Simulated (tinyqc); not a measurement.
Inside a calculation. Method: lattice vibrations of a chain. One step of it, computed by the program tinyqc.

Task: Dynamical matrix at q = 0.06. q is in units of 2 pi/a. A spring k from atom i to atom j, n cells on, adds k to Phi_ii and Phi_jj, -k exp(2 pi i q n) to Phi_ij and the conjugate to Phi_ji (for one atom a cell: 2k (1 - cos 2 pi q n)); D_ij = Phi_ij / sqrt(m_i m_j).

A chain moving along its axis:
```
atom,mass (u),spring to the next atom (eV/angstrom^2)
1,45.300000,18.600000
2,34.600000,12.400000
3,33.600000,26.600000
second neighbours,-,1.900000
```

Give: D(q).

Result:

D(q) (eV/(angstrom^2 u)), lower triangle (Hermitian):
```
,1,2,3
1,1.0817
2,-0.5144-0.0177i,1.0058
3,-0.6826-0.2510i,-0.4155-0.0205i,1.2738
```
